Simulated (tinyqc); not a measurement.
Worked calculation: Hueckel theory of the pi electrons, for the molecule c1ccc2c(c1)ccc1ccccc12 (SMILES; centres numbered as the heavy atoms are written). Computed by tinyqc, a small Python program that keeps every step. Settings: charge = 0. Command: `OMP_NUM_THREADS=1 python tinyqc.py 23010 23011 out.jsonl` (the two numbers bound the seeds that draw the settings). One thread of a shared host (Intel(R) Xeon(R) Processor @ 2.60GHz), about 0.01 s of CPU time with the checks.

## The Hueckel matrix

Centres:
```
centre  z_r, pi electrons of the neutral centre         h
1C                                            1  0.000000
2C                                            1  0.000000
3C                                            1  0.000000
4C                                            1  0.000000
5C                                            1  0.000000
6C                                            1  0.000000
7C                                            1  0.000000
8C                                            1  0.000000
9C                                            1  0.000000
10C                                           1  0.000000
11C                                           1  0.000000
12C                                           1  0.000000
13C                                           1  0.000000
14C                                           1  0.000000
```

Bonds:
```
i    j  k
1    2  1
2    3  1
3    4  1
4    5  1
5    6  1
5    7  1
7    8  1
8    9  1
9   10  1
10  11  1
11  12  1
12  13  1
13  14  1
6    1  1
14   9  1
14   4  1
```

H_rr = alpha + h_r beta, H_rs = k_rs beta for bonded centres.

Hueckel matrix in units of beta (H = alpha + beta A):
```
           1C        2C        3C        4C        5C        6C        7C        8C
1C   0.000000  1.000000  0.000000  0.000000  0.000000  1.000000  0.000000  0.000000
2C   1.000000  0.000000  1.000000  0.000000  0.000000  0.000000  0.000000  0.000000
3C   0.000000  1.000000  0.000000  1.000000  0.000000  0.000000  0.000000  0.000000
4C   0.000000  0.000000  1.000000  0.000000  1.000000  0.000000  0.000000  0.000000
5C   0.000000  0.000000  0.000000  1.000000  0.000000  1.000000  1.000000  0.000000
6C   1.000000  0.000000  0.000000  0.000000  1.000000  0.000000  0.000000  0.000000
7C   0.000000  0.000000  0.000000  0.000000  1.000000  0.000000  0.000000  1.000000
8C   0.000000  0.000000  0.000000  0.000000  0.000000  0.000000  1.000000  0.000000
9C   0.000000  0.000000  0.000000  0.000000  0.000000  0.000000  0.000000  1.000000
10C  0.000000  0.000000  0.000000  0.000000  0.000000  0.000000  0.000000  0.000000
11C  0.000000  0.000000  0.000000  0.000000  0.000000  0.000000  0.000000  0.000000
12C  0.000000  0.000000  0.000000  0.000000  0.000000  0.000000  0.000000  0.000000
13C  0.000000  0.000000  0.000000  0.000000  0.000000  0.000000  0.000000  0.000000
14C  0.000000  0.000000  0.000000  1.000000  0.000000  0.000000  0.000000  0.000000

           9C       10C       11C       12C       13C       14C
1C   0.000000  0.000000  0.000000  0.000000  0.000000  0.000000
2C   0.000000  0.000000  0.000000  0.000000  0.000000  0.000000
3C   0.000000  0.000000  0.000000  0.000000  0.000000  0.000000
4C   0.000000  0.000000  0.000000  0.000000  0.000000  1.000000
5C   0.000000  0.000000  0.000000  0.000000  0.000000  0.000000
6C   0.000000  0.000000  0.000000  0.000000  0.000000  0.000000
7C   0.000000  0.000000  0.000000  0.000000  0.000000  0.000000
8C   1.000000  0.000000  0.000000  0.000000  0.000000  0.000000
9C   0.000000  1.000000  0.000000  0.000000  0.000000  1.000000
10C  1.000000  0.000000  1.000000  0.000000  0.000000  0.000000
11C  0.000000  1.000000  0.000000  1.000000  0.000000  0.000000
12C  0.000000  0.000000  1.000000  0.000000  1.000000  0.000000
13C  0.000000  0.000000  0.000000  1.000000  0.000000  1.000000
14C  1.000000  0.000000  0.000000  0.000000  1.000000  0.000000
```

## Orbitals

pi electrons, sum of z_r less the charge = 14

Diagonalise; E = alpha + x beta with beta < 0, so the largest x are filled first; degenerate levels share their electrons. P = sum n_i c_ri c_si; each orbital has its largest coefficient positive (the first on a tie).

x values: 2.434764  1.950627  1.516274  1.305800  1.142384  0.769052  0.605225  -0.605225  -0.769052  -1.142384  -1.305800  -1.516274  -1.950627  -2.434764

occupations: 2.000000  2.000000  2.000000  2.000000  2.000000  2.000000  2.000000  0.000000  0.000000  0.000000  0.000000  0.000000  0.000000  0.000000

coefficients:
```
          MO1        MO2        MO3        MO4        MO5        MO6        MO7        MO8
1C   0.149742   0.314270  -0.201719   0.405805  -0.143772   0.388594  -0.042047   0.042047
2C   0.157171   0.287088  -0.325398   0.196535  -0.385537   0.025844   0.314740   0.314740
3C   0.232931   0.245732  -0.291674  -0.149170  -0.296660  -0.368719   0.232535  -0.232535
4C   0.409962   0.192244  -0.116859  -0.391321   0.046637  -0.309407  -0.174003  -0.174003
5C   0.355267   0.321507   0.231343   0.029504   0.396575  -0.178639  -0.163843   0.163843
6C   0.207416   0.325935   0.019537   0.333366   0.221295   0.273005  -0.340187  -0.340187
7C   0.247614   0.108962   0.448101   0.096482   0.185109  -0.100980   0.415029   0.415029
8C   0.247614  -0.108962   0.448101   0.096482  -0.185109   0.100980   0.415029  -0.415029
9C   0.355267  -0.321507   0.231343   0.029504  -0.396575   0.178639  -0.163843  -0.163843
10C  0.207416  -0.325935   0.019537   0.333366  -0.221295  -0.273005  -0.340187   0.340187
11C  0.149742  -0.314270  -0.201719   0.405805   0.143772  -0.388594  -0.042047  -0.042047
12C  0.157171  -0.287088  -0.325398   0.196535   0.385537  -0.025844   0.314740  -0.314740
13C  0.232931  -0.245732  -0.291674  -0.149170   0.296660   0.368719   0.232535   0.232535
14C  0.409962  -0.192244  -0.116859  -0.391321  -0.046637   0.309407  -0.174003   0.174003

           MO9       MO10       MO11       MO12       MO13       MO14
1C    0.388594  -0.143772   0.405805   0.201719  -0.314270  -0.149742
2C   -0.025844   0.385537  -0.196535  -0.325398   0.287088   0.157171
3C   -0.368719  -0.296660  -0.149170   0.291674  -0.245732  -0.232931
4C    0.309407  -0.046637   0.391321  -0.116859   0.192244   0.409962
5C   -0.178639   0.396575   0.029504  -0.231343  -0.321507  -0.355267
6C   -0.273005  -0.221295  -0.333366   0.019537   0.325935   0.207416
7C    0.100980  -0.185109  -0.096482   0.448101   0.108962   0.247614
8C    0.100980  -0.185109   0.096482  -0.448101   0.108962  -0.247614
9C   -0.178639   0.396575  -0.029504   0.231343  -0.321507   0.355267
10C  -0.273005  -0.221295   0.333366  -0.019537   0.325935  -0.207416
11C   0.388594  -0.143772  -0.405805  -0.201719  -0.314270   0.149742
12C  -0.025844   0.385537   0.196535   0.325398   0.287088  -0.157171
13C  -0.368719  -0.296660   0.149170  -0.291674  -0.245732   0.232931
14C   0.309407  -0.046637  -0.391321   0.116859   0.192244  -0.409962
```

charge and bond-order matrix P:
```
            1C         2C         3C         4C         5C         6C         7C         8C
1C    1.000000   0.622780   0.000000  -0.266090   0.000000   0.706814  -0.126441   0.000000
2C    0.622780   1.000000   0.701565   0.000000  -0.260841   0.000000   0.000000   0.170778
3C    0.000000   0.701565   1.000000   0.589957   0.000000  -0.344875   0.036377   0.000000
4C   -0.266090   0.000000   0.589957   1.000000   0.542301   0.000000   0.000000  -0.243297
5C    0.000000  -0.260841   0.000000   0.542301   1.000000   0.575124   0.505924   0.000000
6C    0.706814   0.000000  -0.344875   0.000000   0.575124   1.000000   0.000000  -0.195641
7C   -0.126441   0.000000   0.036377   0.000000   0.505924   0.000000   1.000000   0.774659
8C    0.000000   0.170778   0.000000  -0.243297   0.000000  -0.195641   0.774659   1.000000
9C    0.101577   0.000000  -0.108897   0.000000  -0.170203   0.000000   0.000000   0.505924
10C   0.000000  -0.061240   0.000000   0.045961   0.000000   0.081054  -0.195641   0.000000
11C  -0.081763   0.000000   0.093617   0.000000   0.101577   0.000000   0.000000  -0.126441
12C   0.000000   0.073095   0.000000  -0.116857   0.000000  -0.061240   0.170778   0.000000
13C   0.093617   0.000000  -0.137380   0.000000  -0.108897   0.000000   0.000000   0.036377
14C   0.000000  -0.116857   0.000000   0.460537   0.000000   0.045961  -0.243297   0.000000

            9C        10C        11C        12C        13C        14C
1C    0.101577   0.000000  -0.081763   0.000000   0.093617   0.000000
2C    0.000000  -0.061240   0.000000   0.073095   0.000000  -0.116857
3C   -0.108897   0.000000   0.093617   0.000000  -0.137380   0.000000
4C    0.000000   0.045961   0.000000  -0.116857   0.000000   0.460537
5C   -0.170203   0.000000   0.101577   0.000000  -0.108897   0.000000
6C    0.000000   0.081054   0.000000  -0.061240   0.000000   0.045961
7C    0.000000  -0.195641   0.000000   0.170778   0.000000  -0.243297
8C    0.505924   0.000000  -0.126441   0.000000   0.036377   0.000000
9C    1.000000   0.575124   0.000000  -0.260841   0.000000   0.542301
10C   0.575124   1.000000   0.706814   0.000000  -0.344875   0.000000
11C   0.000000   0.706814   1.000000   0.622780   0.000000  -0.266090
12C  -0.260841   0.000000   0.622780   1.000000   0.701565   0.000000
13C   0.000000  -0.344875   0.000000   0.701565   1.000000   0.589957
14C   0.542301   0.000000  -0.266090   0.000000   0.589957   1.000000
```

## Energy, charges, bond orders

E = sum n x; q_r = z_r - P_rr; bond order p = P_rs; free valence = sqrt(3) - sum of p over the bonds of the atom.

pi energy = 14 alpha + this times beta = 19.448251

pi charges: 1C 0.000000, 2C 0.000000, 3C 0.000000, 4C 0.000000, 5C 0.000000, 6C 0.000000, 7C 0.000000, 8C 0.000000, 9C 0.000000, 10C 0.000000, 11C 0.000000, 12C 0.000000, 13C 0.000000, 14C 0.000000

Bond orders and lengths from R = 1.517 - 0.180 p (angstrom, C-C alone):
```
bond          p         R
1-2    0.622780  1.404900
2-3    0.701565  1.390718
3-4    0.589957  1.410808
4-5    0.542301  1.419386
5-6    0.575124  1.413478
5-7    0.505924  1.425934
7-8    0.774659  1.377561
8-9    0.505924  1.425934
9-10   0.575124  1.413478
10-11  0.706814  1.389773
11-12  0.622780  1.404900
12-13  0.701565  1.390718
13-14  0.589957  1.410808
6-1    0.706814  1.389773
14-9   0.542301  1.419386
14-4   0.460537  1.434103
```

free valence of the carbons: 1C 0.402457, 2C 0.407706, 3C 0.440529, 4C 0.139255, 5C 0.108702, 6C 0.450113, 7C 0.451468, 8C 0.451468, 9C 0.108702, 10C 0.450113, 11C 0.402457, 12C 0.407706, 13C 0.440529, 14C 0.139255

gap between the highest filled and the next level = 1.210450 |beta|
